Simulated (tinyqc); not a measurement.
Sheet resistance and Hall data of a diffused or implanted layer: one step, computed by the program tinyqc.

Carriers are taken equal to the net active doping down to the junction (full ionisation, which deep dopants in wide-gap hosts do not reach; no spill-over, no depletion), and the Hall factor is 1.

Problem. What the probes read. Collinear four-point probe on a large thin layer: V = I R_s ln(2)/pi. Van der Pauw on a symmetric sample: R = R_s ln(2)/pi as well. Hall voltage V_H = I B/(e x Hall sheet density); tangent of the Hall angle V_H/(I R_s).

Inputs (values chosen for the exercise, modelled on phosphorus in silicon): probe current I = 0.1 mA; magnetic field B = 0.3 T.

Profile: complementary error function. Activation: complete.

sheet resistance R_s = 428.5299 ohm

Hall sheet density = 1.360215e+14 1/cm^2

Constants: e = 1.602176634e-19 C.

Give: four-point voltage; Hall voltage; tangent of the Hall angle.

Solution.

four-point voltage = 9.4549 mV

Hall voltage = 0.13766 mV

tangent of the Hall angle = 0.0032123
